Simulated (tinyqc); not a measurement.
Bond angle at oxygen: bond unit of a tetrahedral oxide and its oxygen vacancy in tight binding.

Two sp3 hybrids h1, h2 at eh = (es + 3 ep)/4 point at one oxygen with orbitals s, px, py, pz; x joins the two cations, z bisects the angle phi, and th = (180 - phi)/2. With u = hbar^2/(m d^2) = 2c/d^2, c = hbar^2/2m0: Vhs = -(1.32 + sqrt3 x 1.42) u/2 and Vhp = (1.42 + sqrt3 x 2.22) u/2. <h|s> = Vhs for both; <h1|px> = Vhp cos(th), <h2|px> = -Vhp cos(th); <h|pz> = Vhp sin(th) for both; py is a lone pair. The unit holds 8 electrons. Coupling between units, which widens the levels into bands, is left out.

Constants: hbar^2/2m0 = 3.80998211 eV angstrom^2.

Values chosen for the exercise (near tabulated values for SiO2; shifted at random, so the results belong to these values and not to a real crystal): es = -14.77 eV (s level of the cation); ep = -7.68 eV (p level of the cation); eos = -33.8 eV (s level of oxygen); eop = -16.97 eV (p level of oxygen); d = 1.62 angstrom (cation-oxygen distance).

phi is varied at fixed d. Levels above eop; cation-cation distance 2 d cos(th); band energy is twice the sum of the four filled levels, relative to phi = 180; excess on O is the number of electrons on oxygen less 6.

Against phi:
```
phi (deg)  distance (angstrom)  level 2  level 3  level 5  level 6  excess on O  band energy (eV)
110                      2.654   -5.861   -2.664   12.611   13.378        0.916            -2.012
120                      2.806   -6.329   -2.126   12.032   13.847        0.942            -1.790
130                      2.936   -6.735   -1.597   11.466   14.252        0.979            -1.468
140                      3.045   -7.072   -1.098   10.936   14.590        1.024            -1.084
150                      3.130   -7.339   -0.658   10.471   14.856        1.075            -0.686
160                      3.191   -7.531   -0.307   10.102   15.048        1.123            -0.334
170                      3.228   -7.647   -0.079    9.863   15.165        1.158            -0.088
180                      3.240   -7.686    0.000    9.780   15.203        1.172             0.000
```

How do the results move, and what explains it?

Bending moves coupling from px to pz: level 2 rises from -7.69 to -5.86 eV and level 3 falls from 0.00 to -2.66 eV between 180 and 110 degrees. The lowest empty level is lowest at 180 degrees (9.78 eV) and highest at 110 (12.61 eV), so a spread of angles in a glass smears the conduction edge. The band energy is lowest at 110 degrees of those listed (-2.01 eV); the repulsion of the cations, not included, opposes bending.

(tinyqc, `OMP_NUM_THREADS=1 python tinyqc.py 1450739 1450740 out.jsonl`, Intel(R) Xeon(R) Processor @ 2.30GHz, 1 thread, shared host, about 0.01 s.)
